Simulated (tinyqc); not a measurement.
What moves the order: mean-field antiferromagnet of the Hubbard model on the simple cubic lattice.

e(k) = -2 t (cx + cy + cz) - 4 t2 (cx cy + cy cz + cz cx), ci = cos ki; one electron a site; Q = (pi, pi, pi). <n_up - n_dn> = m cos(Q.R) gives Delta = U m/2 and bands E = e+ -/+ sqrt(e-^2 + Delta^2), e+- = (e(k) +- e(k + Q))/2 (the constant U/2 is dropped). Means run over the mesh k_i = 2 pi (j + 1/2)/N of the whole zone: mu from mean(f(E-) + f(E+)) = 1; m(out) = mean of Delta (f(E-) - f(E+))/sqrt(e-^2 + Delta^2); free energy per site F = -kT mean[ln(1 + exp(-(E- - mu)/kT)) + ln(1 + exp(-(E+ - mu)/kT))] + mu + U m^2/4.

Constants: kB = 8.617333262e-05 eV/K.

Parameters, chosen for this exercise: t = 0.51 eV (nearest hopping); t2 = 0 eV (second hopping); U = 2.45 eV (on-site repulsion); T = 100 K.

Mesh N = 16, start m = 0.9; the gap (negative: overlap) is read for that Delta on the unshifted mesh N = 24.

One parameter was then changed.

Results before and after:
```
case          m  Delta (eV)  gap (eV)
base     0.6781      0.8306    1.6613
changed  0.7187      0.9684    1.9368
```

Which of these changes was made? (a) t2 = -0.026 eV; (b) U = 2.695 eV; (c) T = 700 K; (d) t = 0.561 eV.
Answer: (b) U = 2.695 eV. Of the candidates, run in turn, only this one gives the changed row.

All candidates:
```
case                 m  Delta (eV)  gap (eV)
base            0.6781      0.8306    1.6613
U = 2.695 eV    0.7187      0.9684    1.9368
t = 0.561 eV    0.6336      0.7761    1.5523
t2 = -0.026 eV  0.6781      0.8306    1.5573
T = 700 K       0.6781      0.8306    1.6613
```

Computed by tinyqc, a small Python program: `OMP_NUM_THREADS=1 python tinyqc.py 1681139 1681140 out.jsonl` (the numbers bound the seed that draws the inputs); one thread of a shared host (Intel(R) Xeon(R) Processor @ 2.30GHz), about 0.1 s for the whole set of steps.
